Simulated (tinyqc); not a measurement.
Channel resistance from two points of the on-state curve.

Problem. In the p-i-n model Von = V1 + 2 Vt ln(J/(1 A/cm^2)) + J Rch, with V1 independent of J. Find Rch and V1.

Parameters, values chosen for the exercise:
- T = 400 K (temperature)

Constants: q = 1.602176634e-19 C, kB = 1.380649e-23 J/K, Vt = kB T/q. Results are converted to the units shown.

Von at J = 250 and 750 A/cm^2 (V): [1.2035745, 1.7693114]

Solution. Remove the logarithmic junction term; the rest is linear in J.

Rch = 0.9800 mohm cm^2
V1 = 0.5779 V

tinyqc, about 0.01 s, one thread, Intel Xeon 2.30GHz (shared host): `OMP_NUM_THREADS=1 python tinyqc.py 2590131 2590132 out.jsonl`
